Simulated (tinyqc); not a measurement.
# Schottky diode by thermionic emission with image-force lowering and series resistance, step by step

Computed by the program tinyqc: `OMP_NUM_THREADS=1 python tinyqc.py 2640041 2640042 out.jsonl`, one thread of a shared Intel Xeon 2.30GHz, about 0.01 s for the whole run. Printed values are rounded.

Metal on an n-type semiconductor with one parabolic valley; V > 0 is forward bias (metal positive). I = I0 [exp(Vj/(n Vt)) - 1] with Vj = V - I Rs; I0 = S A* T^2 exp(-(phi - dphi)/Vt), the lowering dphi taken at zero bias.

Parameters, values chosen for the exercise; band and dielectric values close to those of indium phosphide:
- T = 300 K (temperature)
- me = 0.0809 m0 (electron mass)
- eps_r = 12.6 (relative permittivity)
- phi = 0.68 eV (barrier height seen from the metal)
- Nd = 4.6e16 cm^-3 (donor density)
- S = 0.0041 cm^2 (area)
- n = 1.08 (ideality factor)
- Rs = 1.5 ohm (series resistance)
- V = 0.93 V (applied bias)

Constants: q = 1.602176634e-19 C, kB = 1.380649e-23 J/K, h = 6.62607015e-34 J s, m0 = 9.1093837015e-31 kg, Vt = kB T/q, eps0 = 8.8541878128e-14 F/cm where lengths are in cm. Results are converted to the units shown.

## Saturation current

A* = 4 pi q me m0 kB^2/h^3 (times 1e-4 for A/(cm^2 K^2)); Nc = 2 (2 pi me m0 kB T/h^2)^1.5 (times 1e-6 for cm^-3); xi = Vt ln(Nc/Nd), Vbi = phi - xi; surface field Em = sqrt(2 q Nd (Vbi - V - Vt)/(eps0 eps_r)); dphi = sqrt(q Em/(4 pi eps0 eps_r)). Here V = 0 in Em.

A* = 9.722014 A/(cm^2 K^2)
Nc = 5.774239e17 cm^-3
Vbi = 0.6145961 V
Em = 88.19679 kV/cm
dphi = 31.74805 meV
I0 = 4.619863e-8 A

The lowering raises I0 by a factor of 3.41.

## Iteration 1: junction voltage

Vj at the start = 0.34 V

Fixed-point step: I = (V - Vj)/Rs, then Vj(new) = n Vt ln(1 + I/I0).

Vj after iteration 1 = 0.4455281 V

## Iteration 2: junction voltage

As before.

Vj after iteration 2 = 0.4400260 V

## Course of the iteration

Stop when Vj changes by less than 1e-10 V, or after 50 iterations.

Course of the iteration:
```
iteration     Vj (V)  change (V)
1          0.4455281       0.106
2          0.4400260     5.50e-3
3          0.4403413     3.15e-4
4          0.4403234     1.80e-5
5          0.4403244     1.02e-6
6          0.4403243     5.84e-8
7          0.4403243     3.33e-9
8          0.4403243    1.90e-10
9          0.4403243    1.08e-11
```

Converged in 9 iterations. The error shrinks by n Vt/(Rs (I + I0)) = 0.057 a step near the solution.

## Current and small-signal resistance

converged Vj = 0.4403243 V

I = I0 [exp(Vj/(n Vt)) - 1], dV/dI = Rs + n Vt/(I + I0).

I = 326.4504 mA
drop over Rs = 0.4896757 V
dV/dI = 1.585526 ohm
